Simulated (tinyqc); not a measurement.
WKB tunnelling through a gate dielectric with a two-band (Franz) dispersion: one step. The integrals in closed form. Five cases, with inputs chosen for the exercise.

Question. Parabolic: (2/3) sqrt(m/c) (t/V) (phi^(3/2) - u_e^(3/2)). Franz: sqrt(m/c) Eg^(3/2) (t/V) (f(phi/Eg) - f(u_e/Eg)) with f(y) = ((2y - 1) sqrt(y (1 - y)) + arcsin(sqrt y))/4. u_e = max(phi - V, 0). T = exp(-2 I).

At depth x the conduction edge lies u(x) = phi - V x/t above the electron. Parabolic: kappa = sqrt(m u/c). Franz: kappa = sqrt(m u (1 - u/Eg)/c), which vanishes at both band edges. c = hbar^2/2m0. T = exp(-2 integral of kappa dx) over the region u > 0; no image force, no prefactor, zero transverse momentum. The region ends at x_e = min(t, phi t/V); x_e < t is the Fowler-Nordheim regime.

Constants: hbar^2/2m0 = 3.80998211 eV angstrom^2.

Case 1.

Values chosen (of the size used for La2O3 on silicon; the results hold for these values, not for the real material):
- Eg = 6.28 eV (gap of the dielectric)
- phi = 2.42 eV (barrier above the electron energy at the emitter)
- m = 0.27 m0 (mass at the conduction edge)
- t = 20 angstrom (thickness)
- V = 0.4 V (voltage across the layer)

Case 2.

Values chosen (of the size used for SiO2 on silicon; the results hold for these values, not for the real material):
- Eg = 8.62 eV (gap of the dielectric)
- phi = 3.02 eV (barrier above the electron energy at the emitter)
- m = 0.49 m0 (mass at the conduction edge)
- t = 38 angstrom (thickness)
- V = 2.3 V (voltage across the layer)

Case 3.

Values chosen (of the size used for hBN on silicon; the results hold for these values, not for the real material):
- Eg = 5.93 eV (gap of the dielectric)
- phi = 2 eV (barrier above the electron energy at the emitter)
- m = 0.48 m0 (mass at the conduction edge)
- t = 26 angstrom (thickness)
- V = 1.1 V (voltage across the layer)

Case 4.

Values chosen (of the size used for SiO2 on silicon; the results hold for these values, not for the real material):
- Eg = 8.82 eV (gap of the dielectric)
- phi = 3.34 eV (barrier above the electron energy at the emitter)
- m = 0.55 m0 (mass at the conduction edge)
- t = 33 angstrom (thickness)
- V = 4.3 V (voltage across the layer)

Case 5.

Values chosen (of the size used for HfO2 on silicon; the results hold for these values, not for the real material):
- Eg = 5.55 eV (gap of the dielectric)
- phi = 1.42 eV (barrier above the electron energy at the emitter)
- m = 0.2 m0 (mass at the conduction edge)
- t = 51 angstrom (thickness)
- V = 0.3 V (voltage across the layer)

Give: integral of kappa dx; T.

Answer.

Case 1.

integral of kappa dx: parabolic 7.9301, Franz 6.3732

T: parabolic 1.29e-07, Franz 2.91e-06

The two-band dispersion raises T by a factor 22.5.

Case 2.

integral of kappa dx: parabolic 18.3173, Franz 16.0408

T: parabolic 1.23e-16, Franz 1.17e-14

The two-band dispersion raises T by a factor 94.9.

Case 3.

integral of kappa dx: parabolic 11.0441, Franz 9.5554

T: parabolic 2.55e-10, Franz 5.02e-09

The two-band dispersion raises T by a factor 19.6.

Case 4.

integral of kappa dx: parabolic 11.8657, Franz 10.4097

T: parabolic 4.94e-11, Franz 9.08e-10

The two-band dispersion raises T by a factor 18.4.

Case 5.

integral of kappa dx: parabolic 13.1605, Franz 11.5525

T: parabolic 3.71e-12, Franz 9.24e-11

The two-band dispersion raises T by a factor 24.9.

Computed by tinyqc, one run a case: `OMP_NUM_THREADS=1 python tinyqc.py N N+1 out.jsonl` with N = 1480237, 1480265, 1480383, 1480403, 1480597; one thread of a shared Intel(R) Xeon(R) Processor @ 2.30GHz, about 0.01 s a run at most.
